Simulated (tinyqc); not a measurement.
Pinning factor and decay constant from two barriers.

Problem. phiB = S (phiM - chi) + (1 - S)(Eg - E0) with S = 1/(1 + (1/S0 - 1) exp(-be ti)). Find S0, S at the given thickness and be.

Values chosen for this exercise; semiconductor values close to those of germanium; interlayer mass of the order of that in silicon nitride, offset chosen freely:
- Eg = 0.686 eV (band gap)
- chi = 4.08 eV (electron affinity)
- E0 = 0.093 eV (charge-neutrality level above the valence band)
- phiM = 4.14 eV (metal work function)

phiB at ti = 0, 0.4 nm (eV): [0.56688300, 0.52518749]

Solution. Each barrier gives its S by linear interpolation between the pinned and the unpinned value; the ratio of the two values of 1/S - 1 is exp(be ti).

S0 = 0.0490
S = 0.127
be = 2.60 1/nm

Program tinyqc, `OMP_NUM_THREADS=1 python tinyqc.py 2270138 2270139 out.jsonl`; Intel Xeon 2.30GHz, shared host, one thread, about 0.03 s.
